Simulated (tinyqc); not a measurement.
Inside a calculation: donors on two lattice sites with valley-orbit split states. Values are carried at full precision from step to step, so a last printed digit may differ when a step is redone from the rounded ones.

Each donor binds at most one electron, in any of its states. For a site s, W_s = sum over its states of g exp(E/kT), and the ionised share is 1/(1 + W_s exp(eta)), eta = (EF - Ec)/kT; n = Nc F_1/2(eta); neutrality n + NA = ND x (mean ionised share, the two sites in equal numbers); holes are neglected. Nc from N = 2 (m kB T/(4 pi c))^(3/2) with c = hbar^2/2m0, in 1/angstrom^3; times 1e24 for 1/cm^3, m = md. F_j(eta) = (1/Gamma(j + 1)) integral_0^infinity x^j dx/(1 + exp(x - eta)), which tends to exp(eta) for eta << 0.

Constants: hbar^2/2m0 = 3.80998211 eV angstrom^2; kB = 8.617333262e-05 eV/K.

Parameters, chosen for this exercise (near those of nitrogen in 4H-SiC; not measured data):
- md = 0.832 m0 (density-of-states mass of the conduction band)
- E = (65.6, 58.3, 120.6, 71.7) meV (binding energies of h ground, h excited, k ground, k excited)
- g = (2, 4, 2, 4) (their degeneracies with spin)
- T = 200 K
- ND = 5.2e+18 1/cm^3 (donors, half on each site)
- NA = 1.2e+18 1/cm^3 (compensating acceptors, all ionised)
- mu0 = 39 cm^2/(V s) (mobility at heavy doping)
- mu1 = 949 cm^2/(V s) (mobility at light doping and 300 K)
- Nr = 1.9e+17 1/cm^3 (reference doping)
- de = 0.61 (doping exponent)
- ga = 2.4 (temperature exponent)

## Partition sums of the neutral donor

Give each term g exp(E/kT), W_s, and the effective degeneracy W_s exp(-E_ground/kT).

Nc = 1.0366e+19 1/cm^3

terms: h ground 89.97, h excited 117.8, k ground 2188, k excited 256.3

W_s: h 207.77, k 2444.2

effective degeneracy: h 4.619, k 2.234

The ground state alone would give 2 and all states together 6 on each site; here the excited states hold 57 % and 10 % of the bound electrons on the h and k sites.

## Neutrality

Solve for eta.

eta = -5.044
n = 6.67e+16 1/cm^3

ionised share: h 0.427, k 0.060

n is 0.017 of ND - NA. The deeper k site is ionised 0.14 times as much as the h site.

## Mobility and resistivity

Mobility (Caughey-Thomas form): mu = mu0 + (mu1 (T/300)^(-ga) - mu0)/(1 + ((ND + NA)/Nr)^de); rho = 1/(e n mu), e = 1.602176634e-19 C.

Compare with full ionisation, n = ND - NA.

mu = 298.0 cm^2/(V s)
rho = 0.314 ohm cm
rho at full ionisation = 0.00524 ohm cm

Incomplete ionisation raises rho by a factor 60.

## Checks

- n + NA against ND times the mean ionised share (1/cm^3): both 1.267e+18.

tinyqc: `OMP_NUM_THREADS=1 python tinyqc.py 1682017 1682018 out.jsonl`; about 0.01 s, one thread, shared Intel(R) Xeon(R) Processor @ 2.30GHz.
